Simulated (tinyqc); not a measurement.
# Worked calculation: Joule-heated wire on a substrate, fin equation

Computed by the program tinyqc: `OMP_NUM_THREADS=1 python tinyqc.py 2520120 2520121 out.jsonl`, one thread of a shared Intel Xeon 2.30GHz, about 0.01 s for the whole run. Printed values are rounded.

A wire of length L loses heat along itself to two contacts and sideways to the substrate: kap A theta'' - g theta + p = 0 with theta = T - T0 and p(x) = p0 exp(-((x/L - x0)/sg)^2/2). Each end passes the heat flow theta/Rc to its contact. Constant conductivity, diffusive heat flow.

Inputs (values chosen for the exercise):
- T0 = 350 K (temperature of substrate and contacts)
- kap = 11 W/(m K) (conductivity along the wire)
- A = 52 nm^2 (cross-section)
- g = 0.19 W/(m K) (conductance per length to the substrate)
- L = 140 nm (length between the contacts)
- Rc = 42 K/uW (thermal resistance of each contact)
- p0 = 0.025 uW/nm (peak heating per length)
- x0 = 0.79 (place of the hot spot as a share of L)
- sg = 0.13 (width of the hot spot as a share of L)

## Healing length

LH = sqrt(kap A/g); far from the contacts uniform heating p0 would give theta = p0/g.

LH = 54.8683 nm
L/LH = 2.55157
p0/g = 131.579 K

## The tridiagonal system

Nodes x_i = i h, h = L/10; box widths w_i = h (h/2 at the ends); c = kap A/h; equation of node i: -c theta_(i-1) + d_i theta_i - c theta_(i+1) = b_i with d_i = 2 c + g w_i, b_i = p(x_i) w_i; at the end nodes d = c + g h/2 + 1/Rc and the missing neighbour is dropped.

c = 0.0408571 uW/K

| node | d (uW/K) | b (uW) |
|---|---|---|
| 0 | 0.0659967 | 1.67498e-9 |
| 1 | 0.0843743 | 2.67106e-7 |
| 2 | 0.0843743 | 1.17855e-5 |
| 3 | 0.0843743 | 2.87763e-4 |
| 4 | 0.0843743 | 0.00388815 |
| 5 | 0.0843743 | 0.0290718 |
| 6 | 0.0843743 | 0.120288 |
| 7 | 0.0843743 | 0.275418 |
| 8 | 0.0843743 | 0.348966 |
| 9 | 0.0843743 | 0.244678 |
| 10 | 0.0659967 | 0.0474678 |

## Temperature rise

Solve -c theta_(i-1) + d_i theta_i - c theta_(i+1) = b_i for nodes 0 to 10.

| node | theta (K) |
|---|---|
| 0 | 4.0008 |
| 1 | 6.4625 |
| 2 | 9.3449 |
| 3 | 12.8354 |
| 4 | 17.1545 |
| 5 | 22.4953 |
| 6 | 28.5892 |
| 7 | 33.6002 |
| 8 | 34.0577 |
| 9 | 28.1915 |
| 10 | 18.1720 |

The hottest node is 8, at 34.06 K above T0; a mesh of 800 steps gives a peak of 34.36 K, so the coarse value is 0.88 % below it. On the fine mesh 50.5 % of the heat leaves through the substrate and the rest through the contacts.
